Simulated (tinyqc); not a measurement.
Inside a calculation (part 1 of 2). Method: RKS/PBE in the sto-6g basis, for BeH2, spin multiplicity 1. Computed by tinyqc, a small Python program that keeps every step (integrals from PySCF). Settings: charge = 0, multiplicity = 1, basis = sto-6g, energy threshold = 1e-10, iteration cap = 59, orthogonalisation = canonical, start = highest core orbitals, DIIS depth = 0, method = RKS, functional = pbe,pbe, grid = [40, 14]. Command: `OMP_NUM_THREADS=1 python tinyqc.py 23948 23949 out.jsonl` (the two numbers bound the seeds that draw the settings). One thread of a shared host (Intel(R) Xeon(R) Processor @ 2.60GHz), about 0.8 s of CPU time with the checks. Later iterations appear only in the table of the cycle.

## One-electron integrals

Geometry (angstrom):
```
atom,x,y,z
Be,0.000000,0.000000,0.000000
H,0.000000,1.725000,0.000000
H,0.000000,-1.676000,0.000000
```

Basis sto-6g: exponents (1/bohr^2) and contraction coefficients of normalised primitives:
```
element,l (shell),exponent,coefficient
Be,s (1),312.870494,0.009164
Be,s (1),57.364463,0.049361
Be,s (1),16.048509,0.168538
Be,s (1),5.513096,0.370563
Be,s (1),2.140897,0.416492
Be,s (1),0.881739,0.130334
Be,s (2),13.633247,-0.013253
Be,s (2),2.698375,-0.046992
Be,s (2),0.838653,-0.033785
Be,s (2),0.322660,0.250242
Be,s (2),0.140131,0.595117
Be,s (2),0.064233,0.240706
Be,p (3),13.633247,0.003760
Be,p (3),2.698375,0.037679
Be,p (3),0.838653,0.173897
Be,p (3),0.322660,0.418036
Be,p (3),0.140131,0.425860
Be,p (3),0.064233,0.101708
H,s (1),35.523221,0.009164
H,s (1),6.513144,0.049361
H,s (1),1.822143,0.168538
H,s (1),0.625955,0.370563
H,s (1),0.243077,0.416492
H,s (1),0.100112,0.130334
```

Overlap, kinetic and nuclear-attraction integrals over the contracted functions; the nuclear repulsion is the sum of Za Zb / Rab.

nuclear repulsion = 2.64562495 hartree

overlap S:
```
,1Be 1s,1Be 2s,1Be 2px,1Be 2py,1Be 2pz,2H 1s,3H 1s
1Be 1s,1.000000,0.254764,0.000000,0.000000,0.000000,0.030457,0.034025
1Be 2s,0.254764,1.000000,0.000000,0.000000,0.000000,0.317335,0.334007
1Be 2px,0.000000,0.000000,1.000000,0.000000,0.000000,0.000000,0.000000
1Be 2py,0.000000,0.000000,0.000000,1.000000,0.000000,0.401048,-0.417671
1Be 2pz,0.000000,0.000000,0.000000,0.000000,1.000000,0.000000,0.000000
2H 1s,0.030457,0.317335,0.000000,0.401048,0.000000,1.000000,0.010376
3H 1s,0.034025,0.334007,0.000000,-0.417671,0.000000,0.010376,1.000000
```

kinetic energy T (hartree):
```
,1Be 1s,1Be 2s,1Be 2px,1Be 2py,1Be 2pz,2H 1s,3H 1s
1Be 1s,6.768753,-0.207382,0.000000,0.000000,0.000000,-0.010137,-0.010841
1Be 2s,-0.207382,0.220121,0.000000,0.000000,0.000000,0.023429,0.027795
1Be 2px,0.000000,0.000000,0.661265,0.000000,0.000000,0.000000,0.000000
1Be 2py,0.000000,0.000000,0.000000,0.661265,0.000000,0.089578,-0.100106
1Be 2pz,0.000000,0.000000,0.000000,0.000000,0.661265,0.000000,0.000000
2H 1s,-0.010137,0.023429,0.000000,0.089578,0.000000,0.768522,-0.003231
3H 1s,-0.010841,0.027795,0.000000,-0.100106,0.000000,-0.003231,0.768522
```

nuclear attraction V (hartree):
```
,1Be 1s,1Be 2s,1Be 2px,1Be 2py,1Be 2pz,2H 1s,3H 1s
1Be 1s,-15.337299,-1.809326,0.000000,0.000679,0.000000,-0.233090,-0.261033
1Be 2s,-1.809326,-2.908325,0.000000,0.004710,0.000000,-0.813793,-0.869456
1Be 2px,0.000000,0.000000,-2.855892,0.000000,0.000000,0.000000,0.000000
1Be 2py,0.000679,0.004710,0.000000,-3.012900,0.000000,-1.005610,1.064032
1Be 2pz,0.000000,0.000000,0.000000,0.000000,-2.855892,0.000000,0.000000
2H 1s,-0.233090,-0.813793,0.000000,-1.005610,0.000000,-2.620329,-0.030217
3H 1s,-0.261033,-0.869456,0.000000,1.064032,0.000000,-0.030217,-2.655697
```

core Hamiltonian H = T + V (hartree):
```
,1Be 1s,1Be 2s,1Be 2px,1Be 2py,1Be 2pz,2H 1s,3H 1s
1Be 1s,-8.568546,-2.016708,0.000000,0.000679,0.000000,-0.243227,-0.271874
1Be 2s,-2.016708,-2.688204,0.000000,0.004710,0.000000,-0.790364,-0.841661
1Be 2px,0.000000,0.000000,-2.194627,0.000000,0.000000,0.000000,0.000000
1Be 2py,0.000679,0.004710,0.000000,-2.351635,0.000000,-0.916032,0.963926
1Be 2pz,0.000000,0.000000,0.000000,0.000000,-2.194627,0.000000,0.000000
2H 1s,-0.243227,-0.790364,0.000000,-0.916032,0.000000,-1.851807,-0.033448
3H 1s,-0.271874,-0.841661,0.000000,0.963926,0.000000,-0.033448,-1.887175
```

## Two-electron integrals

Functions are numbered as in S; the eight-fold symmetry (ij|kl) = (ji|kl) = (kl|ij) leaves the list below.

Two-electron integrals (ij|kl) in chemists' order, unique and non-zero (hartree):
```
i,j,k,l,(ij|kl)
1,1,1,1,2.299996
2,1,1,1,0.361879
2,1,2,1,0.071926
2,2,1,1,0.570332
2,2,2,1,0.139654
2,2,2,2,0.417773
3,1,3,1,0.015252
3,2,3,1,0.022555
3,2,3,2,0.092340
3,3,1,1,0.570332
3,3,2,1,0.139654
3,3,2,2,0.417773
3,3,3,3,0.450117
4,1,4,1,0.015252
4,2,4,1,0.022555
4,2,4,2,0.092340
4,3,4,3,0.024258
4,4,1,1,0.570332
4,4,2,1,0.139654
4,4,2,2,0.417773
4,4,3,3,0.401601
4,4,4,4,0.450117
5,1,5,1,0.015252
5,2,5,1,0.022555
5,2,5,2,0.092340
5,3,5,3,0.024258
5,4,5,4,0.024258
5,5,1,1,0.570332
5,5,2,1,0.139654
5,5,2,2,0.417773
5,5,3,3,0.401601
5,5,4,4,0.401601
5,5,5,5,0.450117
6,1,1,1,0.043980
6,1,2,1,0.008513
6,1,2,2,0.016550
6,1,3,3,0.016413
6,1,4,1,0.000849
6,1,4,2,0.001675
6,1,4,4,0.016824
6,1,5,5,0.016413
6,1,6,1,0.001066
6,2,1,1,0.133873
6,2,2,1,0.033469
6,2,2,2,0.112585
6,2,3,3,0.108046
6,2,4,1,0.004579
6,2,4,2,0.029396
6,2,4,4,0.121664
6,2,5,5,0.108046
6,2,6,1,0.004421
6,2,6,2,0.049869
6,3,3,1,0.002830
6,3,3,2,0.013775
6,3,4,3,0.004765
6,3,6,3,0.003918
6,4,1,1,0.154074
6,4,2,1,0.038924
6,4,2,2,0.136315
6,4,3,3,0.128405
6,4,4,1,0.007302
6,4,4,2,0.045566
6,4,4,4,0.152135
6,4,5,5,0.128405
6,4,6,1,0.005344
6,4,6,2,0.068083
6,4,6,4,0.094986
6,5,5,1,0.002830
6,5,5,2,0.013775
6,5,5,4,0.004765
6,5,6,5,0.003918
6,6,1,1,0.306194
6,6,2,1,0.077902
6,6,2,2,0.293584
6,6,3,3,0.273588
6,6,4,1,0.011162
6,6,4,2,0.095691
6,6,4,4,0.333576
6,6,5,5,0.273588
6,6,6,1,0.010504
6,6,6,2,0.173616
6,6,6,4,0.249595
6,6,6,6,0.774999
7,1,1,1,0.049216
7,1,2,1,0.009522
7,1,2,2,0.018496
7,1,3,3,0.018343
7,1,4,1,-0.000948
7,1,4,2,-0.001866
7,1,4,4,0.018802
7,1,5,5,0.018343
7,1,6,1,0.001077
7,1,6,2,0.004075
7,1,6,4,0.004600
7,1,6,6,0.009458
7,1,7,1,0.001334
7,2,1,1,0.143568
7,2,2,1,0.035863
7,2,2,2,0.119977
7,2,3,3,0.115183
7,2,4,1,-0.004929
7,2,4,2,-0.031186
7,2,4,4,0.129566
7,2,5,5,0.115183
7,2,6,1,0.003905
7,2,6,2,0.024878
7,2,6,4,0.028108
7,2,6,6,0.062828
7,2,7,1,0.005292
7,2,7,2,0.055601
7,3,3,1,0.003105
7,3,3,2,0.014942
7,3,4,3,-0.005117
7,3,6,3,0.001457
7,3,7,3,0.004491
7,4,1,1,-0.163401
7,4,2,1,-0.041262
7,4,2,2,-0.143814
7,4,3,3,-0.135436
7,4,4,1,0.007876
7,4,4,2,0.048371
7,4,4,4,-0.160569
7,4,5,5,-0.135436
7,4,6,1,-0.004354
7,4,6,2,-0.027738
7,4,6,4,-0.030698
7,4,6,6,-0.070079
7,4,7,1,-0.006338
7,4,7,2,-0.075268
7,4,7,4,0.104281
7,5,5,1,0.003105
7,5,5,2,0.014942
7,5,5,4,-0.005117
7,5,6,5,0.001457
7,5,7,5,0.004491
7,6,1,1,0.005543
7,6,2,1,0.001351
7,6,2,2,0.004153
7,6,3,3,0.004068
7,6,4,1,1.93e-06
7,6,4,2,0.000015
7,6,4,4,0.004323
7,6,5,5,0.004068
7,6,6,1,0.000162
7,6,6,2,0.001220
7,6,6,4,0.001525
7,6,6,6,0.003477
7,6,7,1,0.000180
7,6,7,2,0.001281
7,6,7,4,-0.001580
7,6,7,6,0.000043
7,7,1,1,0.315011
7,7,2,1,0.080122
7,7,2,2,0.300366
7,7,3,3,0.279601
7,7,4,1,-0.011769
7,7,4,2,-0.098948
7,7,4,4,0.341897
7,7,5,5,0.279601
7,7,6,1,0.008684
7,7,6,2,0.060098
7,7,6,4,0.067855
7,7,6,6,0.155592
7,7,7,1,0.012097
7,7,7,2,0.184223
7,7,7,4,-0.262962
7,7,7,6,0.003477
7,7,7,7,0.774999
```

## Orthogonalisation

S = U s U^T; canonical form X = U s^(-1/2), so that X^T S X = 1. Each column of U has its largest component positive (the first on a tie).

eigenvalues of S: 0.414434  0.497414  0.963896  1.000000  1.000000  1.545713  1.578543

X:
```
,1,2,3,4,5,6,7
1Be 1s,0.048393,-0.436293,0.891764,0.000000,0.000000,0.277269,-0.109660
1Be 2s,-0.145331,1.015053,-0.038690,0.000000,0.000000,0.513600,-0.209929
1Be 2px,0.000000,0.000000,0.000000,0.413971,0.910290,0.000000,0.000000
1Be 2py,1.084253,0.128989,0.003551,0.000000,0.000000,0.218442,0.522374
1Be 2pz,0.000000,0.000000,0.000000,0.910290,-0.413971,0.000000,0.000000
2H 1s,-0.681689,-0.706595,-0.354041,0.000000,0.000000,0.477970,0.232212
3H 1s,0.865540,-0.523259,-0.339643,0.000000,0.000000,0.173539,-0.500603
```

Within a degenerate level the vectors are fixed only up to a rotation; this is one choice.

## Starting guess

The start is the highest orbitals of the core Hamiltonian (a deliberately bad start); D = 2 C_occ C_occ^T.

D at the start:
```
,1Be 1s,1Be 2s,1Be 2px,1Be 2py,1Be 2pz,2H 1s,3H 1s
1Be 1s,0.012789,-0.088088,0.000000,0.007285,0.000000,0.121513,0.132480
1Be 2s,-0.088088,0.606872,0.000000,-0.060313,0.000000,-0.823259,-0.925710
1Be 2px,0.000000,0.000000,1.482577,0.000000,-0.875854,0.000000,0.000000
1Be 2py,0.007285,-0.060313,0.000000,0.866712,0.000000,-1.099240,1.198111
1Be 2pz,0.000000,0.000000,-0.875854,0.000000,0.517423,0.000000,0.000000
2H 1s,0.121513,-0.823259,0.000000,-1.099240,0.000000,2.737419,-0.262000
3H 1s,0.132480,-0.925710,0.000000,1.198111,0.000000,-0.262000,2.833524
```

## Iteration 1: exchange-correlation on the grid

Becke grid with 40 radial and 14 angular points per atom, points of zero weight dropped. rho = sum D_ij phi_i phi_j; V_xc,ij = sum w v_xc phi_i phi_j plus the gradient terms; v_xc is d(rho eps)/d rho at fixed gradient.

The 16 grid points with the largest w rho, of 1634 (bohr, atomic units):
```
x,y,z,w,rho,|grad rho|^2,eps_xc,v_xc
2.027932,0.000000,0.000000,0.982644,0.039738,0.003185,-0.303236,-0.377602
-2.027932,0.000000,0.000000,0.982644,0.039738,0.003185,-0.303236,-0.377602
1.170827,-1.170827,-1.170827,1.084161,0.034932,0.003113,-0.294132,-0.357524
-1.170827,-1.170827,1.170827,1.084161,0.034932,0.003113,-0.294132,-0.357524
2.328038,0.000000,0.000000,1.431651,0.026300,0.001570,-0.269964,-0.327485
-2.328038,0.000000,0.000000,1.431651,0.026300,0.001570,-0.269964,-0.327485
1.170827,1.170827,-1.170827,1.088077,0.034497,0.002986,-0.292902,-0.356376
-1.170827,1.170827,1.170827,1.088077,0.034497,0.002986,-0.292902,-0.356376
1.014303,-1.014303,-1.014303,0.743104,0.050441,0.005591,-0.325911,-0.406719
-1.014303,-1.014303,1.014303,0.743104,0.050441,0.005591,-0.325911,-0.406719
1.756824,0.000000,0.000000,0.665347,0.055693,0.005417,-0.334153,-0.423506
-1.756824,0.000000,0.000000,0.665347,0.055693,0.005417,-0.334153,-0.423506
1.014303,1.014303,-1.014303,0.744207,0.049668,0.005346,-0.324328,-0.404908
-1.014303,1.014303,1.014303,0.744207,0.049668,0.005346,-0.324328,-0.404908
1.344093,-1.344093,-1.344093,1.538926,0.022422,0.001417,-0.260536,-0.305914
-1.344093,-1.344093,1.344093,1.538926,0.022422,0.001417,-0.260536,-0.305914
```

electrons on the grid, sum of w rho = 6.023312

E_xc = sum of w rho eps_xc = -2.31973709 hartree

V_xc (hartree):
```
,1Be 1s,1Be 2s,1Be 2px,1Be 2py,1Be 2pz,2H 1s,3H 1s
1Be 1s,-0.430329,-0.100595,0.000000,-0.000076,0.000000,-0.011829,-0.013287
1Be 2s,-0.100595,-0.303474,0.000000,0.002757,0.000000,-0.107304,-0.114280
1Be 2px,0.000000,0.000000,-0.331808,0.000000,0.049826,0.000000,0.000000
1Be 2py,-0.000076,0.002757,0.000000,-0.300288,0.000000,-0.143534,0.151575
1Be 2pz,0.000000,0.000000,0.049826,0.000000,-0.278384,0.000000,0.000000
2H 1s,-0.011829,-0.107304,0.000000,-0.143534,0.000000,-0.518502,-0.003349
3H 1s,-0.013287,-0.114280,0.000000,0.151575,0.000000,-0.003349,-0.517005
```

## Iteration 1: building the Kohn-Sham matrix

J_ij = sum D_kl (ij|kl); F = H + J + V_xc; E = tr D H + tr D J / 2 + E_xc + E_nn.

Coulomb J (hartree):
```
,1Be 1s,1Be 2s,1Be 2px,1Be 2py,1Be 2pz,2H 1s,3H 1s
1Be 1s,2.481850,0.615267,0.000000,-0.000929,0.000000,0.073455,0.082253
1Be 2s,0.615267,2.043565,0.000000,-0.004262,0.000000,0.684946,0.724289
1Be 2px,0.000000,0.000000,2.009343,0.000000,-0.042493,0.000000,0.000000
1Be 2py,-0.000929,-0.004262,0.000000,2.158834,0.000000,0.891825,-0.934318
1Be 2pz,0.000000,0.000000,-0.042493,0.000000,1.962518,0.000000,0.000000
2H 1s,0.073455,0.684946,0.000000,0.891825,0.000000,2.440038,0.022150
3H 1s,0.082253,0.724289,0.000000,-0.934318,0.000000,0.022150,2.445561
```

Kohn-Sham matrix F (hartree):
```
,1Be 1s,1Be 2s,1Be 2px,1Be 2py,1Be 2pz,2H 1s,3H 1s
1Be 1s,-6.517025,-1.502036,0.000000,-0.000326,0.000000,-0.181600,-0.202908
1Be 2s,-1.502036,-0.948113,0.000000,0.003205,0.000000,-0.212722,-0.231652
1Be 2px,0.000000,0.000000,-0.517092,0.000000,0.007334,0.000000,0.000000
1Be 2py,-0.000326,0.003205,0.000000,-0.493088,0.000000,-0.167741,0.181184
1Be 2pz,0.000000,0.000000,0.007334,0.000000,-0.510493,0.000000,0.000000
2H 1s,-0.181600,-0.212722,0.000000,-0.167741,0.000000,0.069729,-0.014647
3H 1s,-0.202908,-0.231652,0.000000,0.181184,0.000000,-0.014647,0.041381
```

total energy of this density = -3.79827662 hartree

## Iteration 1: diagonalisation and new density

Diagonalise F' = X^T F X, C = X C', fill 3 alpha and 3 beta electrons from the bottom; D = 2 C_occ C_occ^T. Each column has its largest component positive (the first on a tie).

F' = X^T F X (hartree):
```
,1,2,3,4,5,6,7
1,0.084952,0.060544,-0.147063,0.000000,0.000000,-0.151280,-0.308541
2,0.060544,-0.506304,1.502744,0.000000,0.000000,0.285715,-0.161079
3,-0.147063,1.502744,-4.844758,0.000000,0.000000,-2.263746,0.905033
4,0.000000,0.000000,0.000000,-0.506097,0.002333,0.000000,0.000000
5,0.000000,0.000000,0.000000,0.002333,-0.521488,0.000000,0.000000
6,-0.151280,0.285715,-2.263746,0.000000,0.000000,-1.421696,0.463915
7,-0.308541,-0.161079,0.905033,0.000000,0.000000,0.463915,-0.483423
```

orbital energies (hartree): MO1 -6.522091, MO2 -0.645560, MO3 -0.521834, MO4 -0.505751, MO5 -0.495939, MO6 0.197863, MO7 0.294497

coefficients C:
```
,MO1,MO2,MO3,MO4,MO5,MO6,MO7
1Be 1s,1.007675,-0.239051,0.000000,0.000000,-0.005368,0.065246,0.000716
1Be 2s,-0.033550,1.059834,0.000000,0.000000,0.023200,-0.485666,0.004678
1Be 2px,0.000000,0.000000,0.839727,0.543009,0.000000,0.000000,0.000000
1Be 2py,0.000379,-0.023044,0.000000,0.000000,1.041311,0.043077,-0.652787
1Be 2pz,0.000000,0.000000,-0.543009,0.839727,0.000000,0.000000,0.000000
2H 1s,0.006648,-0.039996,0.000000,0.000000,-0.055816,0.757689,0.890420
3H 1s,0.007126,-0.041665,0.000000,0.000000,0.050306,0.828433,-0.853473
```

D after iteration 1:
```
,1Be 1s,1Be 2s,1Be 2px,1Be 2py,1Be 2pz,2H 1s,3H 1s
1Be 1s,2.145108,-0.574323,0.000000,0.011781,0.000000,0.032520,0.034282
1Be 2s,-0.574323,2.248747,0.000000,-0.048872,0.000000,-0.085223,-0.088793
1Be 2px,0.000000,0.000000,1.410283,0.000000,-0.911958,0.000000,0.000000
1Be 2py,0.011781,-0.048872,0.000000,0.001062,0.000000,0.001848,0.001926
1Be 2pz,0.000000,0.000000,-0.911958,0.000000,0.589717,0.000000,0.000000
2H 1s,0.032520,-0.085223,0.000000,0.001848,0.000000,0.003288,0.003428
3H 1s,0.034282,-0.088793,0.000000,0.001926,0.000000,0.003428,0.003573
```

## Iteration 2: exchange-correlation on the grid

As before.

The 16 grid points with the largest w rho, of 1634 (bohr, atomic units):
```
x,y,z,w,rho,|grad rho|^2,eps_xc,v_xc
1.170827,-1.170827,-1.170827,1.084161,0.050232,0.004863,-0.324608,-0.408279
-1.170827,-1.170827,1.170827,1.084161,0.050232,0.004863,-0.324608,-0.408279
-1.170827,1.170827,1.170827,1.088077,0.048702,0.004647,-0.321755,-0.403954
1.170827,1.170827,-1.170827,1.088077,0.048702,0.004647,-0.321755,-0.403954
-2.027932,0.000000,0.000000,0.982644,0.053102,0.005280,-0.329828,-0.416113
2.027932,0.000000,0.000000,0.982644,0.053102,0.005280,-0.329828,-0.416113
1.014303,-1.014303,-1.014303,0.743104,0.070136,0.007891,-0.357640,-0.457005
-1.014303,-1.014303,1.014303,0.743104,0.070136,0.007891,-0.357640,-0.457005
1.344093,-1.344093,-1.344093,1.538926,0.033256,0.002467,-0.288684,-0.354386
-1.344093,-1.344093,1.344093,1.538926,0.033256,0.002467,-0.288684,-0.354386
-1.014303,1.014303,1.014303,0.744207,0.067996,0.007623,-0.354441,-0.452207
1.014303,1.014303,-1.014303,0.744207,0.067996,0.007623,-0.354441,-0.452207
2.328038,0.000000,0.000000,1.431651,0.035209,0.002701,-0.293302,-0.361570
-2.328038,0.000000,0.000000,1.431651,0.035209,0.002701,-0.293302,-0.361570
-1.344093,1.344093,1.344093,1.550478,0.032247,0.002344,-0.286217,-0.350588
1.344093,1.344093,-1.344093,1.550478,0.032247,0.002344,-0.286217,-0.350588
```

electrons on the grid, sum of w rho = 6.049581

E_xc = sum of w rho eps_xc = -3.58411467 hartree

V_xc (hartree):
```
,1Be 1s,1Be 2s,1Be 2px,1Be 2py,1Be 2pz,2H 1s,3H 1s
1Be 1s,-1.501216,-0.197784,0.000000,0.000366,0.000000,-0.024782,-0.027821
1Be 2s,-0.197784,-0.360626,0.000000,0.003139,0.000000,-0.075810,-0.083723
1Be 2px,0.000000,0.000000,-0.388125,0.000000,0.031069,0.000000,0.000000
1Be 2py,0.000366,0.003139,0.000000,-0.332351,0.000000,-0.081413,0.089909
1Be 2pz,0.000000,0.000000,0.031069,0.000000,-0.361502,0.000000,0.000000
2H 1s,-0.024782,-0.075810,0.000000,-0.081413,0.000000,-0.137847,-0.003364
3H 1s,-0.027821,-0.083723,0.000000,0.089909,0.000000,-0.003364,-0.150063
```

## Iteration 2: building the Kohn-Sham matrix

As before.

Coulomb J (hartree):
```
,1Be 1s,1Be 2s,1Be 2px,1Be 2py,1Be 2pz,2H 1s,3H 1s
1Be 1s,6.901902,1.276824,0.000000,-0.001708,0.000000,0.153249,0.171692
1Be 2s,1.276824,2.802332,0.000000,-0.007670,0.000000,0.703948,0.757198
1Be 2px,0.000000,0.000000,2.839861,0.000000,-0.044244,0.000000,0.000000
1Be 2py,-0.001708,-0.007670,0.000000,2.767087,0.000000,0.830399,-0.885619
1Be 2pz,0.000000,0.000000,-0.044244,0.000000,2.800051,0.000000,0.000000
2H 1s,0.153249,0.703948,0.000000,0.830399,0.000000,1.730335,0.027429
3H 1s,0.171692,0.757198,0.000000,-0.885619,0.000000,0.027429,1.789085
```

Kohn-Sham matrix F (hartree):
```
,1Be 1s,1Be 2s,1Be 2px,1Be 2py,1Be 2pz,2H 1s,3H 1s
1Be 1s,-3.167859,-0.937668,0.000000,-0.000663,0.000000,-0.114760,-0.128003
1Be 2s,-0.937668,-0.246497,0.000000,0.000179,0.000000,-0.162226,-0.168185
1Be 2px,0.000000,0.000000,0.257109,0.000000,-0.013175,0.000000,0.000000
1Be 2py,-0.000663,0.000179,0.000000,0.083101,0.000000,-0.167046,0.168216
1Be 2pz,0.000000,0.000000,-0.013175,0.000000,0.243922,0.000000,0.000000
2H 1s,-0.114760,-0.162226,0.000000,-0.167046,0.000000,-0.259319,-0.009383
3H 1s,-0.128003,-0.168185,0.000000,0.168216,0.000000,-0.009383,-0.248153
```

total energy of this density = -14.62263928 hartree

## Iteration 2: diagonalisation and new density

As before.

F' = X^T F X (hartree):
```
,1,2,3,4,5,6,7
1,0.372475,0.022155,-0.041244,0.000000,0.000000,0.040936,0.202575
2,0.022155,0.060587,0.468761,0.000000,0.000000,0.387407,-0.127398
3,-0.041244,0.468761,-2.377122,0.000000,0.000000,-1.119422,0.456309
4,0.000000,0.000000,0.000000,0.236252,-0.003690,0.000000,0.000000
5,0.000000,0.000000,0.000000,-0.003690,0.264779,0.000000,0.000000
6,0.040936,0.387407,-1.119422,0.000000,0.000000,-0.814459,0.246173
7,0.202575,-0.127398,0.456309,0.000000,0.000000,0.246173,-0.299652
```

orbital energies (hartree): MO1 -3.173856, MO2 -0.271695, MO3 -0.260929, MO4 0.208847, MO5 0.235783, MO6 0.265248, MO7 0.439463

coefficients C:
```
,MO1,MO2,MO3,MO4,MO5,MO6,MO7
1Be 1s,0.987322,-0.071787,-0.082646,-0.299735,0.000000,0.000000,0.014492
1Be 2s,0.048178,0.133481,0.151205,1.145845,0.000000,0.000000,-0.069590
1Be 2px,0.000000,0.000000,0.000000,0.000000,0.525578,0.850745,0.000000
1Be 2py,0.000056,0.147748,-0.143577,0.054137,0.000000,0.000000,1.211393
1Be 2pz,0.000000,0.000000,0.000000,0.000000,0.850745,-0.525578,0.000000
2H 1s,-0.007795,0.885034,0.040634,-0.499242,0.000000,0.000000,-0.580913
3H 1s,-0.007848,-0.019846,0.875318,-0.465102,0.000000,0.000000,0.660362
```

D after iteration 2:
```
,1Be 1s,1Be 2s,1Be 2px,1Be 2py,1Be 2pz,2H 1s,3H 1s
1Be 1s,1.973579,0.050976,0.000000,0.002630,0.000000,-0.149177,-0.157331
1Be 2s,0.050976,0.086003,0.000000,-0.003970,0.000000,0.247808,0.258651
1Be 2px,0.000000,0.000000,0.000000,0.000000,0.000000,0.000000,0.000000
1Be 2py,0.002630,-0.003970,0.000000,0.084888,0.000000,0.249855,-0.257216
1Be 2pz,0.000000,0.000000,0.000000,0.000000,0.000000,0.000000,0.000000
2H 1s,-0.149177,0.247808,0.000000,0.249855,0.000000,1.569995,0.036130
3H 1s,-0.157331,0.258651,0.000000,-0.257216,0.000000,0.036130,1.533276
```
